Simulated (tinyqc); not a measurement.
Electron density from the filling shift.

Question. At zero temperature the Burstein-Moss shift of one parabolic valley is (C/me + C/mh) kF^2 with kF = (3 pi^2 n)^(1/3), C = hbar^2/(2 m0). Find kF and n.

Inputs (values chosen for the exercise): electron mass me = 0.202 m0; hole mass mh = 1.01 m0.

Constants: q = 1.602176634e-19 C, hbar = 1.054571817e-34 J s, m0 = 9.1093837015e-31 kg, hbar^2/(2 m0) = 0.0380998212 eV nm^2. Results are converted to the units shown.

filling shift = 360.88826 meV

Solution. The shift gives kF^2, and n = kF^3/(3 pi^2).

kF = 1.26 1/nm
n = 6.80e19 cm^-3

Computed by the program tinyqc: `OMP_NUM_THREADS=1 python tinyqc.py 2330059 2330060 out.jsonl`, one thread of a shared Intel Xeon 2.30GHz, about 0.01 s for the whole run.
